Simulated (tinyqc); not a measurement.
# MOSFET with velocity saturation and source resistance: what changes with what

Strong inversion, charge Q = Cox (Vg - m V) at channel potential V with Vg the gate overdrive, and drift velocity v = mu E/(1 + mu E/vsat). Integrating along the channel gives I = mu Cox (1/L)(Vg Vd - m Vd^2/2)/(1 + Vd/Vc) per width, Vc = vsat L/mu, which peaks at Vdsat. Units: I in uA/um, Rs in ohm um, so the drop over Rs is 1e-6 I Rs volts.

Inputs (values chosen for the exercise): gate capacitance Cox = 2.07 uF/cm^2; mobility at low gate voltage mu0 = 500 cm^2/(V s); mobility degradation th = 0.1 1/V; saturation velocity vsat = 6.8e6 cm/s; body factor m = 1.25; threshold VT = 0.25 V; channel length L = 0.5 um; source resistance Rs = 300 ohm um; gate voltage Vgs = 1.2 V.

Each table varies one quantity; the others keep the values above.

## Output curve without source resistance

Vg = Vgs - VT (0 if negative), mu = mu0/(1 + th Vg), Vc = vsat L/mu, x = sqrt(1 + 2 Vg/(m Vc)), Vdsat = 2 Vg/(m (1 + x)), Isat = Cox vsat Vg (x - 1)/(x + 1) per width. Below Vdsat the formula of the introduction holds, beyond it I = Isat; constant velocity-field slope (Vc infinite) gives the second column, with saturation at Vg/m.

Results:
```
Vd (V)	I without velocity saturation (uA/um)	I (uA/um)
0.1	167.77	147.91
0.29	421.44	303.31
0.38	511.83	338.88
0.47	583.07	357.45
0.56	635.18	362.55
0.65	668.14	362.55
0.75	682.32	362.55
0.84	682.44	362.55
```

Estimate the missing row, Vd = 0.19 V.

Computed row:
```
Vd (V)	I without velocity saturation (uA/um)	I (uA/um)
0.19	298.57	237.87
```

With this row back in the table: Velocity saturation lowers the current by 12 % in the first row and 47 % in the last, and moves saturation from Vg/m = 0.760 V to 0.554 V.

## Effect of the gate voltage

Vg = Vgs - I Rs - VT (0 if negative), mu = mu0/(1 + th Vg), Vc = vsat L/mu, x = sqrt(1 + 2 Vg/(m Vc)), Vdsat = 2 Vg/(m (1 + x)), Isat = Cox vsat Vg (x - 1)/(x + 1) per width. I = Isat is solved self-consistently; gm = dI/dVgs; Vdsat is the intrinsic value. The velocity at the source is I/(Cox Vg).

Effect of the gate voltage:
```
Vgs (V)	Vc (V)	Vdsat (V)	Isat (uA/um)	gm (uS/um)	velocity at the source/vsat
0.4	0.6899	0.1080	14.87	179.1	0.07258
0.66	0.7062	0.2599	84.18	335.3	0.1554
0.93	0.7224	0.3924	187.5	422.7	0.2136
1.19	0.7377	0.5056	304.8	476.3	0.2552
1.46	0.7533	0.6131	439.0	515.5	0.2892
1.72	0.7682	0.7097	576.8	543.5	0.3160
1.99	0.7835	0.8045	726.8	566.2	0.3392
2.25	0.7981	0.8916	876.3	583.6	0.3584
```

What does the comparison show?

As Vgs goes from 0.4 to 2.25 V, Isat rises from 14.9 to 876 uA/um, Vdsat rises from 0.108 to 0.892 V and gm rises from 179 to 584 uS/um; the velocity at the source goes from 0.073 to 0.36 of vsat. Against the overdrive Vgs - VT the current goes with exponent 1.72 at the start and 1.34 at the end (2 for the square law). With vsat made a thousand times larger the last exponent would be 1.55, which is what th and Rs alone leave. For Vgs = 1.99 to 2.25 V the channel charge passes 3 uC/cm^2, near what a silicon dioxide gate withstands.

## Effect of the mobility at low gate voltage

Same model as above.

Effect of the mobility at low gate voltage:
```
mu0 (cm^2/(V s))	Vc (V)	Vdsat (V)	Isat (uA/um)	gm (uS/um)	velocity at the source/vsat
50	7.434	0.7116	59.92	113.9	0.04567
81	4.585	0.6868	90.52	167.3	0.06968
130	2.854	0.6536	131.7	234.7	0.1028
210	1.764	0.6100	185.6	316.0	0.1474
350	1.056	0.5536	255.3	410.9	0.2077
570	0.6472	0.4930	330.3	502.2	0.2758
920	0.4002	0.4306	407.6	586.3	0.3498
1500	0.2449	0.3676	485.4	662.5	0.4287
```

As mu0 goes from 50 to 1500 cm^2/(V s), Isat rises from 59.9 to 485 uA/um, Vdsat falls from 0.712 to 0.368 V and gm rises from 114 to 662 uS/um; the velocity at the source goes from 0.046 to 0.43 of vsat. Isat goes as mu0^(0.86) between the first two rows and as mu0^(0.36) between the last two.

Program tinyqc, `OMP_NUM_THREADS=1 python tinyqc.py 2500020 2500021 out.jsonl`; Intel Xeon 2.30GHz, shared host, one thread, about 0.01 s.
